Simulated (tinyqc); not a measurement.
Inside a calculation. Method: RHF in the sto-6g basis, for H3+, spin multiplicity 1. Computed by tinyqc, a small Python program that keeps every step (integrals from PySCF). Settings: charge = 1, multiplicity = 1, basis = sto-6g, energy threshold = 1e-09, iteration cap = 63, orthogonalisation = symmetric, start = Wolfsberg-Helmholz matrix, DIIS depth = 6, method = RHF. Command: `OMP_NUM_THREADS=1 python tinyqc.py 21643 21644 out.jsonl` (the two numbers bound the seeds that draw the settings). One thread of a shared host (Intel(R) Xeon(R) Processor @ 2.60GHz), about 0.06 s of CPU time with the checks. Later iterations appear only in the table of the cycle.

## One-electron integrals

Geometry (angstrom):
```
atom,x,y,z
H,0.00000,0.00000,0.00000
H,0.00000,0.00000,1.32800
H,0.00000,1.22500,0.51400
```

Basis sto-6g: exponents (1/bohr^2) and contraction coefficients of normalised primitives:
```
element,l (shell),exponent,coefficient
H,s (1),35.52322,0.00916
H,s (1),6.51314,0.04936
H,s (1),1.82214,0.16854
H,s (1),0.62596,0.37056
H,s (1),0.24308,0.41649
H,s (1),0.10011,0.13033
```

Overlap, kinetic and nuclear-attraction integrals over the contracted functions; the nuclear repulsion is the sum of Za Zb / Rab.

nuclear repulsion = 1.1566053 hartree

overlap S:
```
,1H 1s,2H 1s,3H 1s
1H 1s,1.00000,0.32675,0.32654
2H 1s,0.32675,1.00000,0.26780
3H 1s,0.32654,0.26780,1.00000
```

kinetic energy T (hartree):
```
,1H 1s,2H 1s,3H 1s
1H 1s,0.76852,0.03022,0.03014
2H 1s,0.03022,0.76852,0.01194
3H 1s,0.03014,0.01194,0.76852
```

nuclear attraction V (hartree):
```
,1H 1s,2H 1s,3H 1s
1H 1s,-2.02988,-0.58764,-0.58721
2H 1s,-0.58764,-1.99296,-0.47012
3H 1s,-0.58721,-0.47012,-1.99282
```

core Hamiltonian H = T + V (hartree):
```
,1H 1s,2H 1s,3H 1s
1H 1s,-1.26136,-0.55742,-0.55707
2H 1s,-0.55742,-1.22443,-0.45819
3H 1s,-0.55707,-0.45819,-1.22430
```

## Two-electron integrals

Functions are numbered as in S; the eight-fold symmetry (ij|kl) = (ji|kl) = (kl|ij) leaves the list below.

Two-electron integrals (ij|kl) in chemists' order, unique and non-zero (hartree):
```
i,j,k,l,(ij|kl)
1,1,1,1,0.77500
2,1,1,1,0.18420
2,1,2,1,0.06304
2,2,1,1,0.38461
2,2,2,1,0.18420
2,2,2,2,0.77500
3,1,1,1,0.18406
3,1,2,1,0.05286
3,1,2,2,0.12835
3,1,3,1,0.06296
3,2,1,1,0.11241
3,2,2,1,0.04397
3,2,2,2,0.14467
3,2,3,1,0.04394
3,2,3,2,0.04094
3,3,1,1,0.38449
3,3,2,1,0.12840
3,3,2,2,0.35195
3,3,3,1,0.18406
3,3,3,2,0.14467
3,3,3,3,0.77500
```

## Orthogonalisation

S = U s U^T; symmetric (Loewdin) form X = U s^(-1/2) U^T, so that X^T S X = 1.

eigenvalues of S: 0.65294  0.73220  1.61486

X:
```
,1H 1s,2H 1s,3H 1s
1H 1s,1.07497,-0.15310,-0.15295
2H 1s,-0.15310,1.05911,-0.10957
3H 1s,-0.15295,-0.10957,1.05905
```

## Starting guess

The start is the generalised Wolfsberg-Helmholz matrix (K = 1.75) built on H; D = 2 C_occ C_occ^T.

D at the start:
```
,1H 1s,2H 1s,3H 1s
1H 1s,0.49528,0.42948,0.42922
2H 1s,0.42948,0.37242,0.37219
3H 1s,0.42922,0.37219,0.37197
```

## Iteration 1: building the Fock matrix

J_ij = sum D_kl (ij|kl), K_ij = sum D_kl (ik|jl); F = H + J - 0.5 K; E = tr D H + tr D J / 2 - 0.25 tr D K + E_nn.

Coulomb J (hartree):
```
,1H 1s,2H 1s,3H 1s
1H 1s,1.07000,0.33986,0.33959
2H 1s,0.33986,0.98611,0.26933
3H 1s,0.33959,0.26933,0.98576
```

exchange K (hartree):
```
,1H 1s,2H 1s,3H 1s
1H 1s,0.78631,0.50351,0.50318
2H 1s,0.50351,0.63873,0.42808
3H 1s,0.50318,0.42808,0.63814
```

Fock matrix F (hartree):
```
,1H 1s,2H 1s,3H 1s
1H 1s,-0.58452,-0.46932,-0.46907
2H 1s,-0.46932,-0.55769,-0.40290
3H 1s,-0.46907,-0.40290,-0.55761
```

total energy of this density = -1.1656587 hartree

## Iteration 1: diagonalisation and new density

Diagonalise F' = X^T F X, C = X C', fill 1 alpha and 1 beta electrons from the bottom; D = 2 C_occ C_occ^T. Each column has its largest component positive (the first on a tie).

F' = X^T F X (hartree):
```
,1,2,3
1,-0.41171,-0.26527,-0.26505
2,-0.26527,-0.41599,-0.20467
3,-0.26505,-0.20467,-0.41604
```

orbital energies (hartree): MO1 -0.90548, MO2 -0.21135, MO3 -0.12692

coefficients C:
```
,MO1,MO2,MO3
1H 1s,0.47781,-0.00148,0.98696
2H 1s,0.44220,-0.82546,-0.52938
3H 1s,0.44208,0.82726,-0.52649
```

D after iteration 1:
```
,1H 1s,2H 1s,3H 1s
1H 1s,0.45660,0.42257,0.42246
2H 1s,0.42257,0.39108,0.39097
3H 1s,0.42246,0.39097,0.39086
```

## Iteration 2: building the Fock matrix

As before.

Coulomb J (hartree):
```
,1H 1s,2H 1s,3H 1s
1H 1s,1.05365,0.33866,0.33841
2H 1s,0.33866,0.99350,0.27075
3H 1s,0.33841,0.27075,0.99327
```

exchange K (hartree):
```
,1H 1s,2H 1s,3H 1s
1H 1s,0.75565,0.49967,0.49943
2H 1s,0.49967,0.65382,0.43649
3H 1s,0.49943,0.43649,0.65344
```

Fock matrix F (hartree):
```
,1H 1s,2H 1s,3H 1s
1H 1s,-0.58554,-0.46860,-0.46837
2H 1s,-0.46860,-0.55784,-0.40568
3H 1s,-0.46837,-0.40568,-0.55776
```

total energy of this density = -1.1663385 hartree

## Iteration 2: DIIS over 2 matrices

error matrix X^T (FDS - SDF) X:
```
,1,2,3
1,0.00000,0.00163,0.00163
2,-0.00163,0.00000,0.00001
3,-0.00163,-0.00001,0.00000
```

B (overlaps of the stored error matrices):
```
,1,2
1,1.9754855e-03,1.4477737e-04
2,1.4477737e-04,1.0610297e-05
```

Minimise |sum c_i e_i|^2 with sum c_i = 1: solve [B -1; -1 0][c; lambda] = [0; -1] with B_ij = tr e_i^T e_j, and take F = sum c_i F_i.

DIIS coefficients: -0.07908  1.07908

extrapolated F (hartree):
```
,1H 1s,2H 1s,3H 1s
1H 1s,-0.58562,-0.46854,-0.46832
2H 1s,-0.46854,-0.55786,-0.40590
3H 1s,-0.46832,-0.40590,-0.55777
```

## Iteration 2: diagonalisation and new density

As before.

F' = X^T F X (hartree):
```
,1,2,3
1,-0.41363,-0.26380,-0.26361
2,-0.26380,-0.41574,-0.20828
3,-0.26361,-0.20828,-0.41577
```

orbital energies (hartree): MO1 -0.90632, MO2 -0.20747, MO3 -0.13135

coefficients C:
```
,MO1,MO2,MO3
1H 1s,0.47623,-0.00135,0.98772
2H 1s,0.44304,-0.82553,-0.52856
3H 1s,0.44293,0.82719,-0.52590
```

D after iteration 2:
```
,1H 1s,2H 1s,3H 1s
1H 1s,0.45358,0.42197,0.42187
2H 1s,0.42197,0.39257,0.39247
3H 1s,0.42187,0.39247,0.39237
```

## Iteration 4 (converged): orbitals

converged F (hartree):
```
,1H 1s,2H 1s,3H 1s
1H 1s,-0.58562,-0.46853,-0.46831
2H 1s,-0.46853,-0.55785,-0.40590
3H 1s,-0.46831,-0.40590,-0.55776
```

As before.

F' = X^T F X (hartree):
```
,1,2,3
1,-0.41363,-0.26379,-0.26360
2,-0.26379,-0.41574,-0.20828
3,-0.26360,-0.20828,-0.41577
```

orbital energies (hartree): MO1 -0.90631, MO2 -0.20747, MO3 -0.13136

coefficients C:
```
,MO1,MO2,MO3
1H 1s,0.47622,-0.00135,0.98772
2H 1s,0.44304,-0.82553,-0.52855
3H 1s,0.44293,0.82719,-0.52589
```

D after iteration 4:
```
,1H 1s,2H 1s,3H 1s
1H 1s,0.45357,0.42197,0.42186
2H 1s,0.42197,0.39257,0.39247
3H 1s,0.42186,0.39247,0.39237
```

## Convergence

Stop when the energy changes by less than 1e-09 hartree and every element of the error matrix X^T (F D S - S D F) X is below 9e-06.

Course of the cycle:
```
iteration,E (hartree),change,largest element of the error matrix
1,-1.1656587,-,2.23e-02
2,-1.1663385,-6.80e-04,1.63e-03
3,-1.1663422,-3.70e-06,5.06e-06
4,-1.1663422,-3.50e-11,6.23e-07
```

PySCF RHF in the same basis = -1.1663422 hartree

Converged in 4 iterations.

## Populations, bond orders and dipole

Mulliken: Z minus the diagonal of D S on the atom; Loewdin: the same with S^(1/2) D S^(1/2); Mayer order: 2 sum_s sum (D(s) S)_ij (D(s) S)_ji over the two atoms.

Charges (e):
```
atom,Mulliken,Loewdin
1H,0.27079,0.27151
2H,0.36444,0.36408
3H,0.36477,0.36441
```

Mayer bond orders:
```
pair,order
2-1,0.46345
3-1,0.46322
3-2,0.40373
```

dipole moment about the origin, x y z (debye): 0.00000  2.14626  3.22521
